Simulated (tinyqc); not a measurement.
# Trap density from two Hall measurements

Problem. p-type body, charge-sheet picture, full ionisation (an idealisation for deep acceptors), Boltzmann statistics for free electrons. e = Ec - EF at the surface. psi = Eg - Vt ln(Nv/Na) - e; N_dep = sqrt(2 eps0 eps_r Na (psi - Vt)/q); n_f = sqrt(N_dep^2 + 2 eps0 eps_r Vt Nc exp(-e/Vt)/q) - N_dep; Vg = Vfb + psi + q (N_dep + n_t + n_f)/Cox, Cox = eps0 eox/tox. Find e and n_t at both points and the mean trap density between them.

Parameters, values chosen for the exercise; band and dielectric values close to those of silicon: temperature T = 300 K; band gap Eg = 1.1 eV; relative permittivity eps_r = 11.7; conduction-band density of states at T Nc = 2.75e19 cm^-3; valence-band density of states at T Nv = 2.65e19 cm^-3; relative permittivity of the insulator eox = 3.9; insulator thickness tox = 76 nm; acceptor density Na = 1.1e17 cm^-3; flat-band voltage without trapped charge Vfb = -0.96 V.

Constants: q = 1.602176634e-19 C, kB = 1.380649e-23 J/K, Vt = kB T/q, eps0 = 8.8541878128e-14 F/cm where lengths are in cm. Results are converted to the units shown.

Vg (V): 4.8599734  7.4201900
free sheet density from the Hall effect (cm^-2): 5.2700744e9  1.8148729e11

Solution. Each n_f fixes e; what the gate voltage holds beyond psi, N_dep and n_f is trapped; the difference quotient is the density, smeared over a few Vt.

e (eV): 0.174  0.0790
n_t (cm^-2): 3.84e11  8.44e11
mean trap density = 4.84e12 cm^-2 eV^-1

Computed by the program tinyqc: `OMP_NUM_THREADS=1 python tinyqc.py 2222015 2222016 out.jsonl`, one thread of a shared Intel Xeon 2.30GHz, about 0.03 s for the whole run.
